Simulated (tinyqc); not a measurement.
Global model of a low-pressure process discharge: electron temperature, density, ion flux and ion energy: one step, computed by the program tinyqc.

Maxwellian electrons with temperature T_e in eV, one positive ion, no negative ions, uniform bulk density n; rate constants have the Arrhenius form.

Question. Biased electrode. All bias power goes to ions: V_b = P_b/(J pi r^2). Debye length at the sheath edge lambda_D = sqrt(eps_0 T_e/(e h_L n)); Child-law sheath s = (sqrt2/3) lambda_D (2 V/T_e)^(3/4), V = V_b + V_s; ion transit time tau_i = 3 s sqrt(M/(2 e V)); collisions in the sheath s/lambda_i.

Inputs (values chosen for the exercise, of the order of those of an inductive discharge in a simple atomic gas):

| quantity | value | unit |
|---|---|---|
| ion mass M | 32 | u |
| gas temperature T_g | 600 | K |
| radius R | 21 | cm |
| height L | 10 | cm |
| bias power P_b | 390 | W |
| radius of the biased electrode | 10 | cm |
| bias frequency | 2 | MHz |

ion current density J = 2.178430 mA/cm^2

T_e = 1.886704 eV

h_L = 0.1379710

plasma density n = 4.131787e+11 1/cm^3

wall potential V_s = 8.618498 V

ion mean free path = 0.1394595 cm

Constants: eps_0 = 8.8541878128e-12 F/m; e = 1.602176634e-19 C; u = 1.6605390666e-27 kg.

Give: bias voltage V_b; lambda_D; sheath width s; ion transit time; transit time over bias period; s/lambda_i.

Answer.

bias voltage V_b = 569.9 V

lambda_D = 42.77 micrometre

sheath width s = 2.484 mm

ion transit time = 126.2 ns

transit time over bias period = 0.2524

s/lambda_i = 1.781

Many ions collide in the sheath, which lowers their energy and widens their angles. Caution: at so short an ion path the formulas for h_L and h_R give way to the ambipolar-diffusion limit.
